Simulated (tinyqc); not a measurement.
The internal displacement: deformation potentials from a strained empirical pseudopotential.

Diamond lattice, no spin-orbit coupling. Atomic form factor V(q) = a1 (q^2 - a2)/(a3 exp(a4 q^2) - 1) in rydberg with q in 1/bohr, for the unstrained cell. Under a strain e the reciprocal vectors and k go over into (1 + e)^(-1) G, the atoms sit at +/- tau with tau = (1 + e) a (1,1,1)/8 - zeta a (eyz, ezx, exy)/4, and H(G,G') = c |k + G|^2 delta + (V(q)/det(1 + e)) cos(q.tau), q = G - G', with the term q = 0 left out; c = hbar^2/2m0. The basis is fixed before straining: all G with |k + G|^2 up to 16 (2 pi/a)^2. k is given in units of 2 pi/a of the unstrained cell.

Constants: hbar^2/2m0 = 3.80998211 eV angstrom^2; Ry = 13.60569312 eV; a0 (Bohr radius) = 0.5291772105 angstrom.

Values chosen for the exercise (out of a larger set: a germanium-sized cell with gaps well above those of Ge; not measured data):

| symbol | value | unit | meaning |
|---|---|---|---|
| a | 5.657 | angstrom | lattice constant |
| A | (0.4, 2.411, 2.071, 0.457) |  | a1 (Ry bohr^2), a2 (1/bohr^2), a3, a4 (bohr^2) |
| h | 0.004 |  | size of the test strain |

Xu of L (level 5, the lowest empty one) and d from exy = eyz = ezx = h for several zeta: Xu = [E(L [111]) - E(L [1-1-1])]/((8/3) h), d = (single valence level - pair)/(3 sqrt(3) h). zeta = 0 strains the bonds with the lattice; zeta = 1 keeps all four bond lengths equal to first order.

Results:

| zeta | Xu (L) (eV) | d (eV) |
|---|---|---|
| 0.00 | 9.13 | 1.63 |
| 0.25 | 10.26 | -0.72 |
| 0.50 | 11.40 | -3.08 |
| 0.60 | 11.86 | -4.02 |
| 0.75 | 12.55 | -5.43 |
| 1.00 | 13.71 | -7.79 |

How do the results move, and what explains it?

From zeta = 0 to 1, d goes from 1.63 to -7.79 eV and Xu (L) from 9.13 to 13.71 eV, both nearly linearly: the displacement is an optical-phonon mode, and d = d(0) - zeta d0/4 gives its deformation potential d0 = 38 eV. Leaving the relaxation out (zeta = 0 for 0.5) moves d by +4.71 eV, which reverses its sign, and Xu (L) by -2.27 eV. Tetragonal strain has no such freedom.

(tinyqc, `OMP_NUM_THREADS=1 python tinyqc.py 1880693 1880694 out.jsonl`, Intel(R) Xeon(R) Processor @ 2.30GHz, 1 thread, shared host, about 0.2 s.)
